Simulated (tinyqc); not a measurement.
Mobility of a non-polar semiconductor in the relaxation-time approximation. From resistivity back to carrier density n. Computed by tinyqc, a small Python program. Command: `OMP_NUM_THREADS=1 python tinyqc.py 3029655 3029656 out.jsonl rta inv`. One thread of a shared host (Intel(R) Xeon(R) Processor @ 2.30GHz), about 0.04 s of CPU time with the checks.

Each valley is treated as a sphere of mass m_d for states and rates, with one isotropic relaxation time; the conductivity mass m_c sets the current.

Inputs (values chosen for the exercise, modelled on holes in germanium):
```
quantity,value,unit
longitudinal mass m_l,0.304,m_0
transverse mass m_t,0.304,m_0
equivalent valleys Z,1,-
static permittivity eps_s,16,-
density rho,5323,kg/m^3
sound velocity v_l,5470,m/s
acoustic deformation potential D_A,5.2,eV
phonon energy hbar w,38.3,meV
optical or intervalley deformation potential D_o,7.4,1e8 eV/cm
final valleys Z_f,1,-
compensation ratio C,0,-
temperature T,300,K
alloy fraction x,0.42,-
alloy potential U,0.78,eV
lattice constant a,5.56,angstrom
```

Band: parabolic. Impurity formula: Conwell-Weisskopf. Further scattering: alloy.

Constants: k_B = 8.617333262e-05 eV/K; m_0 = 9.1093837015e-31 kg; e = 1.602176634e-19 C; hbar = 1.054571817e-34 J s; eps_0 = 8.8541878128e-12 F/m; k_B = 1.380649e-23 J/K; hbar = 6.582119569e-16 eV s.

Method:
- m_d = (m_l m_t^2)^(1/3); 1/m_c = (1/m_l + 2/m_t)/3; Hall mass factor A = 3 K_m (K_m + 2)/(2 K_m + 1)^2, K_m = m_l/m_t; N_I = n (1 + C)/(1 - C).
- Parabolic band: E = hbar^2 k^2/(2 m), speed v = hbar k/m, states per spin, volume and energy g(E) = m k/(2 pi^2 hbar^2). Here m = m_d. Masses are multiplied by m_0 and all formulas are in SI units.
- The reduced Fermi level eta = E_F/(k_B T) solves n = 2 Z int g f dE with f = 1/(1 + exp(x - eta)) (Z = 1 unless valleys are given); screening length L_s = sqrt(eps_s eps_0 k_B T/(e^2 dn/deta)), dn/deta = 2 Z int g f (1 - f) dE.
- Integrals over x = E/(k_B T) use 160 Gauss-Legendre points in u = sqrt(x) from 0 to sqrt(max(eta, 0) + 32).
- Phonon occupation N_q = 1/(exp(hbar w/(k_B T)) - 1).
- Acoustic deformation potential (elastic, equipartition, absorption and emission together): 1/tau = 2 pi k_B T D_A^2 g(E)/(hbar rho v_l^2).
- Optical or intervalley deformation potential: 1/tau = (pi Z_f D_o^2/(rho w)) [N_q g(E + hbar w) + (N_q + 1) g(E - hbar w)], with g = 0 below the band edge.
- Each optical term is multiplied by (1 - f(E'))/(1 - f(E)), E' the final energy, for Pauli blocking.
- Singly charged impurities, momentum relaxation: 1/tau = N_I e^4 m (1 + 2 alpha E) Phi/(8 pi (eps_s eps_0)^2 hbar^3 k^3), with alpha = 0 for a parabolic band.
- Conwell-Weisskopf: Phi = ln(1 + y^2), y = 4 pi eps_s eps_0 E N_I^(-1/3)/e^2 (largest impact parameter N_I^(-1/3)/2).
- Alloy disorder: 1/tau = (2 pi/hbar) Omega x (1 - x) U^2 g(E), Omega = a^3/4 (other conventions for Omega rescale U).
- mu = (m_d/m_c) (2 Z e/(3 n k_B T)) int g v^2 tau f (1 - f) dE.
- Averages over x are split at the emission threshold x_0 = hbar w/(k_B T): 64 Gauss-Legendre points in sqrt(x) below it and 128 in sqrt(x - x_0) above it, up to x = max(eta, 0) + 32.
- Rates are added at each energy before the average. With <y> = int g v^2 y f (1 - f) dE: Hall factor r_H = A (3 n k_B T/(2 Z m_d)) <tau^2/(1 + 2 alpha E)>/<tau>^2 (alpha = 0 for a parabolic band); Hall mobility r_H mu; |S| = (k_B/e) (<x tau>/<tau> - eta); resistivity 1/(n e mu).

Task: A run gave the result below. Find the carrier density n, known to lie between 1e+18 and 3.9e+18 1/cm^3.

resistivity = 0.009891756 ohm cm

Result:

Each step takes the trial c = (a f_b - b f_a)/(f_b - f_a), f being the result less the target and a, b, c the logarithms of the listed values; c replaces end b, the old b replaces a if the sign of f changed, and otherwise f_a is halved.

Scan of the range:
```
carrier density n (1/cm^3),resistivity (ohm cm)
1.00e+18,0.0161546
1.25e+18,0.0136451
1.57e+18,0.0115283
1.97e+18,0.0097837
2.48e+18,0.0083138
3.11e+18,0.0071072
3.90e+18,0.0060931
```

False position (Illinois rule, in the logarithm of the input) inside the bracket:
```
step,end a,end b,trial,resistivity (ohm cm)
1,1.57000e+18,1.97000e+18,1.94251e+18,0.00988260
2,1.57000e+18,1.94251e+18,1.93794e+18,0.00989929
3,1.94251e+18,1.93794e+18,1.94000e+18,0.00989175
4,1.93794e+18,1.94000e+18,1.94000e+18,0.00989176
```

Resistivity falls at every point of a 13-point scan of the range (every second point is shown), so one value fits; it is bracketed by 1.57e18 and 1.97e18. Answer: carrier density n = 1.940e18 1/cm^3.
